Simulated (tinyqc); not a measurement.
# Ground and coupling capacitance from two measurements

Question. A line has Cg to the planes and Cc to each of two neighbours. Find Cg, Cc, the load when both neighbours switch in antiphase, and the pulse on the line when it floats and both neighbours swing by Vx.

Values chosen for this exercise:

| symbol | value | unit | meaning |
|---|---|---|---|
| Vx | 0.8 | V | swing |

capacitance with neighbours driven alike and with neighbours grounded (aF/um): [75, 193]

Answer. Driven alike, Cc carries no charge, which leaves Cg; grounded neighbours give Cg + 2 Cc, antiphase Cg + 4 Cc; a floating line divides the swing as 2 Cc/(Cg + 2 Cc).

Cg = 75.0 aF/um
Cc = 59.0 aF/um
load in antiphase = 311 aF/um
pulse = 0.489 V

tinyqc, about 1 s, one thread, Intel Xeon 2.30GHz (shared host): `OMP_NUM_THREADS=1 python tinyqc.py 2790178 2790179 out.jsonl`
